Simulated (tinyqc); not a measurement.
Strained quantum well: band edges, subbands and transparency: one step. Subband edges. Two cases, with inputs chosen for the exercise.

Problem. Up to three electron, four HH and two LH levels, on the common energy scale, with their masses in the plane.

Masses along z: me, 1/(g1 - 2 g2) for HH, 1/(g1 + 2 g2) for LH, likewise in the barrier; in the plane me, 1/(g1 + g2) for HH and 1/(g1 - g2) for LH (no mixing, which understates the hole masses away from k = 0). Level n solves k L + 2 atan[(k/m)/(kappa/mb)] = n pi, k = sqrt(m E/c), kappa = sqrt(mb (V - E)/c), c = hbar^2/2m0.

Constants: hbar^2/2m0 = 3.80998211 eV angstrom^2; hc = 1239.841984 eV nm.

Give: Subbands; lowest transition; wavelength hc/E.

Case 1.

Values chosen (near those of an InGaAs/AlGaAs well; the results hold for these values, not for the real material): L = 50 angstrom (well width); me = 0.0533 m0 (electron mass); g1 = 10.76 (gamma1); g2 = 3.93 (gamma2); meb = 0.084 m0; g1b = 6.3; g2b = 1.8.

Ec, E_HH, E_LH (eV): 0.408909  -0.684856  -0.840153

depths for e, HH, LH (eV): 0.357091  0.220144  0.064847

Solution.

Subbands:

| level | E (eV) | m in the plane |
|---|---|---|
| e1 | 0.5054 | 0.0533 |
| e2 | 0.7518 | 0.0533 |
| hh1 | -0.7107 | 0.0681 |
| hh2 | -0.7852 | 0.0681 |
| lh1 | -0.8768 | 0.1464 |
| hh3 | -0.8894 | 0.0681 |

lowest transition = 1.2161 eV
wavelength hc/E = 1019.5 nm

The top hole level is hh1, so the edge is mainly TE polarised; hh2 lies 74 meV lower.

Case 2.

Values chosen (near those of an InGaAs/InP well; the results hold for these values, not for the real material): L = 94 angstrom (well width); me = 0.0467 m0 (electron mass); g1 = 12.71 (gamma1); g2 = 4.89 (gamma2); meb = 0.08 m0; g1b = 5.08; g2b = 1.6.

Ec, E_HH, E_LH (eV): 0.168413  -0.631949  -0.581196

depths for e, HH, LH (eV): 0.238587  0.308051  0.358804

Solution.

Subbands:

| level | E (eV) | m in the plane |
|---|---|---|
| e1 | 0.2084 | 0.0467 |
| e2 | 0.3266 | 0.0467 |
| lh1 | -0.6226 | 0.1279 |
| hh1 | -0.6412 | 0.0568 |
| hh2 | -0.6690 | 0.0568 |
| hh3 | -0.7153 | 0.0568 |
| lh2 | -0.7566 | 0.1279 |
| hh4 | -0.7797 | 0.0568 |

lowest transition = 0.8310 eV
wavelength hc/E = 1492.0 nm

The top hole level is lh1, so the edge is mainly TM polarised; hh1 lies 19 meV lower, within kT at room temperature, so both polarisations contribute.

Computed by tinyqc, one run a case: `OMP_NUM_THREADS=1 python tinyqc.py N N+1 out.jsonl` with N = 1252308, 1252458; one thread of a shared Intel(R) Xeon(R) Processor @ 2.30GHz, about 0.02 s a run at most.
